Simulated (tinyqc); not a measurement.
From results back to parameters: bond-orbital model of a tetrahedral semiconductor (Harrison's universal couplings). Two cases, with inputs chosen for the exercise.

Problem. In the bond-orbital model the bond-antibond splitting is 2 sqrt(V2^2 + V3^2), Z* = 4 ap - (Z - 4) with ap = V3/sqrt(V2^2 + V3^2), and V2 = 3.22 x 2c/d^2, c = hbar^2/2m0. The values below come from a hidden bond length and V3.

Constants: hbar^2/2m0 = 3.80998211 eV angstrom^2.

Find: V2, V3; d.

Method. ap = (Z* + Z - 4)/4; V3 = ap times half the splitting, V2 = sqrt(1 - ap^2) times it, and d = sqrt(6.44 c/V2).

Case 1.

Values chosen (out of a larger set: near tabulated values for GaAs; the model gives trends, and its gaps can be far from the real ones; not measured data): Z = 5 (valence electrons of the anion).

splitting = 9.25709 eV
Z* = 0.87640 e

Solution.

V2, V3 (eV): 4.088  2.171

d = 2.450 angstrom

Case 2.

Values chosen (out of a larger set: near tabulated values for GaP; the model gives trends, and its gaps can be far from the real ones; not measured data): Z = 5 (valence electrons of the anion).

splitting = 10.13415 eV
Z* = 0.92320 e

Solution.

V2, V3 (eV): 4.443  2.436

d = 2.350 angstrom

Computed by tinyqc, one run a case: `OMP_NUM_THREADS=1 python tinyqc.py N N+1 out.jsonl` with N = 1482243, 1482320; one thread of a shared Intel(R) Xeon(R) Processor @ 2.30GHz, about 0.01 s a run at most.
